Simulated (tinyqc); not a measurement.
Plane-wave Kohn-Sham cycle with exchange-only LDA in a layered model solid, step by step. One step of it, computed by the program tinyqc.

Question. Iteration 2: levels at that k. Diagonalise the Hermitian matrix.

H (hartree):
```
           -2         -1         +0         +1         +2
-2   0.860775  -0.384575  -0.021377  -0.000985  -0.000071
-1  -0.384575   0.078404  -0.384575  -0.021377  -0.000985
+0  -0.021377  -0.384575  -0.182386  -0.384575  -0.021377
+1  -0.000985  -0.021377  -0.384575   0.078404  -0.384575
+2  -0.000071  -0.000985  -0.021377  -0.384575   0.860775
```

Give: eigenvalues.

Answer.

eigenvalues (hartree): -0.668  -0.060  0.357  1.021  1.046
